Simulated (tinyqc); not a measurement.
Ion-assisted plasma etching: sheath, surface coverage, synergy and aspect-ratio dependence: one step, computed by the program tinyqc. Command: `OMP_NUM_THREADS=1 python tinyqc.py 3023981 3023982 out.jsonl etch walk`. One thread of a shared host (Intel(R) Xeon(R) Processor @ 2.30GHz), about 0.07 s of CPU time with the checks.

Radicals adsorb on bare sites; ions remove covered sites with a high yield and bare sites by sputtering; a slow spontaneous reaction acts everywhere, walls included.

Question. Fluxes. Bohm speed u_B = sqrt(e T_e/M_i); ion flux G_i = 0.61 n_e u_B; radical flux G_n = n c/4 with c = sqrt(8 k_B T_g/(pi M_n)).

Inputs (values chosen for the exercise, close to those used for silicon in a halogen plasma):

| quantity | value | unit |
|---|---|---|
| plasma density n_e | 8.6e+09 | 1/cm^3 |
| electron temperature T_e | 3.4 | eV |
| ion mass M_i | 71 | u |
| radical density n | 2e+13 | 1/cm^3 |
| radical mass M_n | 35.5 | u |
| gas temperature T_g | 350 | K |

Feature: round hole.

Constants: e = 1.602176634e-19 C; u = 1.6605390666e-27 kg; k_B = 1.380649e-23 J/K.

Give: Bohm speed; ion flux G_i; radical speed c; radical flux G_n; flux ratio G_n/G_i.

Answer.

Bohm speed = 2.150e+05 cm/s

ion flux G_i = 1.128e+15 1/(cm^2 s)

radical speed c = 45689 cm/s

radical flux G_n = 2.284e+17 1/(cm^2 s)

flux ratio G_n/G_i = 202.6
